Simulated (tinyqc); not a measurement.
Phase shift across the band: Koster-Slater impurity in a tight-binding band, by Green functions and by supercells. Computed by tinyqc, a small Python program. Command: `OMP_NUM_THREADS=1 python tinyqc.py 3011725 3011726 out.jsonl kosterslater walk`. One thread of a shared host (Intel(R) Xeon(R) Processor @ 2.30GHz), about 0.05 s of CPU time with the checks.

One orbital per site, e(k) = -2 t sum cos(k_i) over 3 direction(s), band from -6 t to 6 t, lattice constant 1. One site has the extra energy U. Spin is left out.

Inputs (values chosen for the exercise, for a model band): hopping t = 1.9 eV; impurity potential U = -16.2 eV; broadening eta = 0.15 eV.

Lattice: simple cubic.

Method:
- Outside the band G0(E) = (1/pi) int_0^pi dk (2/(pi z)) K(16 t^2/z^2), z = E + 2 t cos k, K the complete elliptic integral with parameter m; 200 Gauss-Legendre points.
- A bound state solves 1/U = G0(E).
- Bisection in ln(distance from the edge) between 1e-5 t and |U| + t. Weight on the impurity site: -1/(U^2 dG0/dE), by a central difference with step min(1e-4 t, distance/30). Decay length along an axis: 1/arccosh(1 + distance/(2 t)).
- Inside the band G0(z), z = E + i eta, comes from the chain form 1/(sqrt(y - 2t) sqrt(y + 2t)) (principal roots) at y = z + 2 t cos k + 2 t cos k', averaged over k and k' in (0, pi) with 200 Gauss-Legendre points each.
- delta/pi = -arg(1 - U G0)/pi counts the states added below E (Friedel); host DOS = -Im G0/pi, DOS on the impurity = -Im[G0/(1 - U G0)]/pi; 13 evenly spaced energies from -(band edge + |U| + 2t) to +(band edge + |U| + 2t).

distance from the band edge = 6.19830 eV

level E_b = -17.5983 eV

Across the spectrum:
```
E (eV),Re G0 (1/eV),host DOS (1/eV),DOS on the impurity (1/eV),delta/pi
-31.400,-0.03259,0.000052,0.000233,0.00178
-26.167,-0.03953,0.000077,0.000598,0.00349
-20.933,-0.05048,0.000130,0.003897,0.01151
-15.700,-0.07110,0.000278,0.011971,0.97039
-10.467,-0.13343,0.010154,0.006283,0.86675
-5.233,-0.15518,0.043546,0.006045,0.69076
0.000,0.00000,0.073875,0.004881,0.41725
5.233,0.15518,0.043546,0.002523,0.17911
10.467,0.13343,0.010154,0.000989,0.05157
15.700,0.07110,0.000278,0.000060,0.00209
20.933,0.05048,0.000130,0.000039,0.00115
26.167,0.03953,0.000077,0.000029,0.00076
31.400,0.03259,0.000052,0.000022,0.00055
```

delta/pi starts and ends near zero (+0.002 and +0.001): the impurity moves states but creates none. delta/pi rises at the bound state below the band (-17.598 eV), reaches 0.97 among these rows (1 in the limit of small eta, just above the level) and is paid back by the top of the band.

Extremes, crossings and ranges named in words are read from the listed rows.
